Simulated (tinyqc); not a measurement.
## Via and link resistance from two via chains

Problem. A chain of 2000 vias joined by 2000 metal links has R = 2000 (Rv + Rlink), with Rlink proportional to the link length. Find Rv, Rlink for length L, and the value of Rv that the short chain would give if the links were ignored.

resistance of chains of 2000 links with link lengths L and 3 L (ohm): [21600, 26800]

Answer. R per link is a straight line in the link length; its intercept at zero length is Rv.

Rv = 9.500 ohm
Rlink = 1.300 ohm
Rv without correction = 10.80 ohm

Numbers from tinyqc (`OMP_NUM_THREADS=1 python tinyqc.py 2750001 2750002 out.jsonl`; about 0.01 s on one thread of a shared Intel Xeon 2.30GHz).
